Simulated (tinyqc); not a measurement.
From results back to parameters: carrier statistics of a doped semiconductor with parabolic bands.

Problem. ni^2 = C^2 (T/300 K)^3 exp(-Eg(T)/kB T) with Eg(T) = Eg0 - al T^2/(T + be). Two intrinsic densities were computed from hidden Eg0 and C = sqrt(Nc Nv) at 300 K.

Constants: kB = 8.617333262e-05 eV/K.

Parameters, chosen for this exercise (near those of SiC; the results hold for these values, not for the real material):
- al = 0.000659 eV/K (Varshni alpha)
- be = 1294 K (Varshni beta)
- T1 = 250 K
- T2 = 400 K

ni(T1) = 2.60380e-14 1/cm^3
ni(T2) = 0.184313 1/cm^3

Find: Eg0; C.

Solution. y(T) = 2 ln ni - 3 ln(T/300) - al T/((T + be) kB) equals 2 ln C - Eg0/(kB T), a straight line in 1/T; two points give slope and intercept.

Eg0 = 3.286 eV
C = 2.44e+19 1/cm^3

tinyqc: `OMP_NUM_THREADS=1 python tinyqc.py 1681141 1681142 out.jsonl`; about 0.01 s, one thread, shared Intel(R) Xeon(R) Processor @ 2.30GHz.
